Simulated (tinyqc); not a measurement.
# Double-gate transistor below threshold, two-dimensional Poisson equation on a small mesh: effect of the relative permittivity of the insulator

Half of a symmetric double-gate structure: row 0 is the mid-plane of the body, where the normal field vanishes. Mobile charge is neglected (subthreshold), the body is fully depleted, and potentials are counted from the intrinsic level; rows run upward to the gate, columns from source to drain.

Mesh: rows i = 0..12 in the semiconductor (step hs = tb/12, row 12 on the interface), then 8 step(s) ho = tox/8 up to the gate row 20; columns j = 0..80 (step hy = L/80). Box integration, divided by eps0: up_i = eps hy/h of the interval above row i, dn_i = that of the interval below (0 for row 0), lat_i = (sum of eps h/2 over the intervals above and below)/hy, s_i = -q Na w_i hy/eps0 with w_i the semiconductor height of the box (hs/2 for row 0 and the interface row, hs between, 0 in the insulator). Each free node obeys (up + dn + 2 lat) psi = up psi(above) + dn psi(below) + lat [psi(left) + psi(right)] + s. Fixed values: gate row Vg - Vfb; column 0 at Vbi and the last column at Vbi + Vd in the semiconductor, each running linearly to Vg - Vfb across the insulator. The system is solved directly. On row 0 the minimum of psi and its place come from a parabola through the three lowest nodes; barrier = Vbi - minimum, swing = Vt ln 10/(d psi/dVg), DIBL = (d psi/dVd)/(d psi/dVg) there. Lambda = pi/k with k the smallest positive root of tan(k tox) tan(k tb) = eox/eps_r.

Inputs (values chosen for the exercise); semiconductor permittivity close to that of gallium nitride: temperature T = 400 K; relative permittivity of the semiconductor eps_r = 9.57; half the body thickness tb = 8 nm; insulator thickness tox = 3.8 nm; channel length L = 26 nm; acceptor density of the depleted body Na = 0 cm^-3; potential of the source Vbi = 0.54 V; gate offset Vfb = 0.02 V; gate voltage Vg = -0.1 V; drain voltage Vd = 0.05 V.

Constants: q = 1.602176634e-19 C, kB = 1.380649e-23 J/K, Vt = kB T/q, eps0 = 8.8541878128e-14 F/cm where lengths are in cm. Results are converted to the units shown.

Effect of the relative permittivity of the insulator:
```
eox	L/Lambda	barrier (V)	place y/L	swing (mV/decade)	DIBL (mV/V)
3.9	0.8248	0.2723	0.4830	183.3	621.4
5.9	0.9533	0.3236	0.4859	156.2	461.7
8.8	1.077	0.3670	0.4879	138.9	358.6
13	1.190	0.4017	0.4892	127.5	290.8
20	1.300	0.4312	0.4902	119.3	241.1
30	1.386	0.4515	0.4908	114.2	210.4
```

What does the table show?

As eox goes from 3.9 to 30, the barrier rises from 0.272 to 0.452 V, the swing falls from 183 to 114 mV a decade and DIBL falls from 621 to 210 mV/V; the ideal swing is 79.4. L/Lambda goes from 0.82 to 1.4.

tinyqc, about 0.09 s, one thread, Intel Xeon 2.30GHz (shared host): `OMP_NUM_THREADS=1 python tinyqc.py 2480008 2480009 out.jsonl`
